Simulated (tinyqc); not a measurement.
# Punch-through p+-n junction, ionisation integral and breakdown, step by step

Numbers from tinyqc (`OMP_NUM_THREADS=1 python tinyqc.py 2120062 2120063 out.jsonl`; about 0.07 s on one thread of a shared Intel Xeon 2.30GHz). Printed values are rounded.

A p+ layer at x < 0 and an n drift layer from x = 0 to L on an n+ substrate. Depletion approximation, built-in voltage neglected. Local ionisation coefficients alpha_n = an exp(-(bn/E)^mx), alpha_p = ap exp(-(bp/E)^mx). Electrons move towards +x, holes towards x = 0.

Values chosen for this exercise; material values close to those of silicon:
- eps_r = 11.6 (relative permittivity)
- an = 6.64e5 1/cm (prefactor of the electron ionisation coefficient)
- bn = 1.26e6 V/cm (field constant for electrons)
- ap = 1.6e6 1/cm (prefactor of the hole ionisation coefficient)
- bp = 2.04e6 V/cm (field constant for holes)
- mx = 1 (exponent)
- N = 3.9e15 cm^-3 (donor density of the drift layer)
- L = 2.7 um (thickness of the drift layer)
- V = 45.8 V (reverse voltage)
- fr = 1 (share of the depleted width that the grid covers)

Constants: q = 1.602176634e-19 C, eps0 = 8.8541878128e-14 F/cm where lengths are in cm. Results are converted to the units shown.

## Field and ionisation coefficients on a grid

W = sqrt(2 eps0 eps_r V/(q N)), peak field E0 = q N W/(eps0 eps_r), falling linearly to 0 at W; if W > L the layer is punched through: W = L, E0 = V/L + q N L/(2 eps0 eps_r), falling linearly to E1 = V/L - q N L/(2 eps0 eps_r). Grid: 12 equal steps from 0 to fr W.

W = 2.7 um

```
point,x (um),E (kV/cm),alpha_n (1/cm),alpha_p (1/cm)
0,0.000000,251.7597,4452.694,484.2244
1,0.225000,238.0713,3339.265,303.8864
2,0.450000,224.3830,2417.861,180.1727
3,0.675000,210.6947,1678.774,99.80877
4,0.900000,197.0063,1107.990,50.93325
5,1.125000,183.3180,687.2748,23.50725
6,1.350000,169.6296,394.6857,9.576511
7,1.575000,155.9413,205.6290,3.332317
8,1.800000,142.2529,94.49775,0.9463549
9,2.025000,128.5646,36.80072,0.2055647
10,2.250000,114.8763,11.44685,0.03103242
11,2.475000,101.1879,2.595967,0.002808812
12,2.700000,87.49959,0.3700820,1.198965e-4
```

## Ionisation integrals by the trapezoid rule

G(x) = integral from 0 to x of (alpha_n - alpha_p); I_n = integral of alpha_n exp(-G) (electrons injected at x = 0), I_p = integral of alpha_p exp(G(end) - G) (holes injected at the far edge); M = 1/(1 - I). All integrals by the trapezoid rule on the grid.

```
point,G,alpha_n exp(-G) (1/cm)
0,0.0000000,4452.694
1,0.0787933,3086.252
2,0.1381153,2105.953
3,0.1810526,1400.755
4,0.2107079,897.484
5,0.2300672,546.026
6,0.2418670,309.892
7,0.2484754,160.388
8,0.2518036,73.462
9,0.2532678,28.567
10,0.2538079,8.881
11,0.2539655,2.014
12,0.2539989,0.287
```

I_n = 0.2440387
I_p = 0.02419579
M_n = 1.322819
M_p = 1.024796

A grid of 1500 steps over the whole width gives I_n = 0.2412 and I_p = 0.02354; the coarse I_n is 1.2 % above and the coarse I_p 2.8 % above those values. Electrons multiply more: on this coarse grid M - 1 is 13.0 times as large for them.

## Breakdown voltage by secant steps

G(x) = integral from 0 to x of (alpha_n - alpha_p); I_n = integral of alpha_n exp(-G) (electrons injected at x = 0), I_p = integral of alpha_p exp(G(end) - G) (holes injected at the far edge); M = 1/(1 - I). Secant steps on ln I_n(V) = 0 with the integrals on a fine grid (1500 steps), from the points V = 54.3 and 68.2 V; stop when the step is below 1e-7 of V.

Course of the iteration:
```
step,V (V),I_n,change of V (V)
1,68.2,0.8824221,2.64
2,70.84463,0.9593718,1.31
3,72.15659,0.9962306,0.131
4,72.28801,0.9998716,4.63e-3
5,72.29264,0.9999996,1.50e-5
6,72.29265,1.000000,1.65e-9
```

Breakdown at 72.293 V, with a peak field of 349.9 kV/cm and W = 2.700 um. The integral for holes reaches 1 at the same voltage.
